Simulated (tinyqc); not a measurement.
From results back to parameters: parabolic quantum dot in a magnetic field (Fock-Darwin). Four cases, with inputs chosen for the exercise.

Problem. The two far-infrared modes of a parabolic dot are W +/- wc/2 with W = sqrt(w0^2 + wc^2/4) and hbar wc = 2 muB B/m. They were computed from hidden w0 and m.

Constants: muB = 5.788381798e-05 eV/T.

Case 1.

Values chosen (out of a larger set: near those of a gate-defined dot in Si; not measured data): B = 2.46 T (magnetic field).

modes (meV): 6.30750  4.79588

Case 2.

Values chosen (out of a larger set: near those of a gate-defined dot in GaAs; not measured data): B = 5.29 T (magnetic field).

modes (meV): 11.78968  2.95258

Case 3.

Values chosen (out of a larger set: near those of a gate-defined dot in GaAs; not measured data): B = 3.63 T (magnetic field).

modes (meV): 8.72655  2.32050

Case 4.

Values chosen (out of a larger set: near those of a gate-defined dot in Si; not measured data): B = 6.4 T (magnetic field).

modes (meV): 9.42719  5.65280

Find: hbar wc; m; hbar w0.

Solution. Their difference is hbar wc and their product (hbar w0)^2.

Case 1.

hbar wc = 1.512 meV
m = 0.1884 m0
hbar w0 = 5.50 meV

Case 2.

hbar wc = 8.837 meV
m = 0.0693 m0
hbar w0 = 5.90 meV

Case 3.

hbar wc = 6.406 meV
m = 0.0656 m0
hbar w0 = 4.50 meV

Case 4.

hbar wc = 3.774 meV
m = 0.1963 m0
hbar w0 = 7.30 meV

Computed by tinyqc, one run a case: `OMP_NUM_THREADS=1 python tinyqc.py N N+1 out.jsonl` with N = 1280820, 1280840, 1280875, 1280942; one thread of a shared Intel(R) Xeon(R) Processor @ 2.30GHz, about 0.2 s a run at most.
